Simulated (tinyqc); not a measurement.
Approach to the steady line: permeation of metal atoms or ions through a thin barrier or dielectric: time lag, field-aided drift and lifetime. Computed by tinyqc, a small Python program. Command: `OMP_NUM_THREADS=1 python tinyqc.py 3022439 3022440 out.jsonl barrier walk`. One thread of a shared host (Intel(R) Xeon(R) Processor @ 2.30GHz), about 0.01 s of CPU time with the checks.

The film 0 < x < d is empty at first; C = C0 at x = 0 and C = 0 at x = d. dC/dt = D d2C/dx2 - v dC/dx with drift v = D z e V/(k_B T d) (uniform field, no space charge).

Inputs (values chosen for the exercise, for a model case: doubly charged vacancies through an oxide):
```
quantity                                 value    unit
thickness d                                 22      nm
prefactor D0                               160  cm^2/s
activation energy E                        1.4      eV
concentration at the source side C0      4e+14  1/cm^3
charge number z                              2       -
voltage V (positive drives ions across)  0.036       V
test temperature T                         125       C
```

Constants: k_B = 8.617333262e-05 eV/K.

Method:
- D = D0 exp(-E/(k_B T)); time scale d^2/D; Peclet number P = z V/(k_B T), k_B T in eV; 1 nm = 1e-7 cm.
- Temperatures in kelvin are T(C) + 273.15.
- Steady flux J = (D C0/d) P/(1 - exp(-P)); time lag in units of d^2/D: s_L = [P (1 + exp(-P))/(1 - exp(-P)) - 2]/P^2 (P = 0: J = D C0/d, s_L = 1/6).
- Dose through the film Q(s) = C0 d {f (s - s_L) - 2 exp(P/2) sum_(n=1..200) (-1)^n n^2 pi^2 exp(-l_n s)/l_n^2}, l_n = n^2 pi^2 + P^2/4, f = P/(1 - exp(-P)) the relative flux.
- Short-time form for P = 0: Q/(C0 d) = 4 sqrt(s) ierfc(1/(2 sqrt(s))), ierfc(y) = exp(-y^2)/sqrt(pi) - y erfc(y).

Peclet number P = 2.09852

flux relative to D C0/d = 2.39185

time lag s_L = 0.155589

Q/(C0 d):
```
s         series  steady line f (s - s_L)  series without field  short-time form, no field
0.03  1.3455e-05                  -0.3004            4.8419e-06                 4.8419e-06
0.05  7.3806e-04                  -0.2526            2.6934e-04                 2.6934e-04
0.08  8.6372e-03                  -0.1808            3.2066e-03                 3.2066e-03
0.12  3.9378e-02                  -0.0851            1.4887e-02                 1.4887e-02
0.20  1.5838e-01                   0.1062            6.1464e-02                 6.1463e-02
0.30  3.6283e-01                   0.3454            1.4382e-01                 1.4379e-01
0.50  8.2572e-01                   0.8238            3.3479e-01                 3.3326e-01
0.80  1.5414e+00                   1.5413            6.3341e-01                 6.1838e-01
1.20  2.4981e+00                   2.4981            1.0333e+00                 9.7002e-01
```

The dose lies above the steady line at all times and, among these rows, is within 1 % of it from s = 0.5 on (the lag is s_L = 0.156); for a known P the intercept of that line gives D and its slope D C0. The field changes the dose by a factor 2.78 in the first row and 2.42 in the last; at short times the factor tends to exp(P/2) = 2.86. Caution: a prefactor D0 above about 10 cm^2/s is far larger than atomic jumps allow; it only sets the time scale of the exercise.
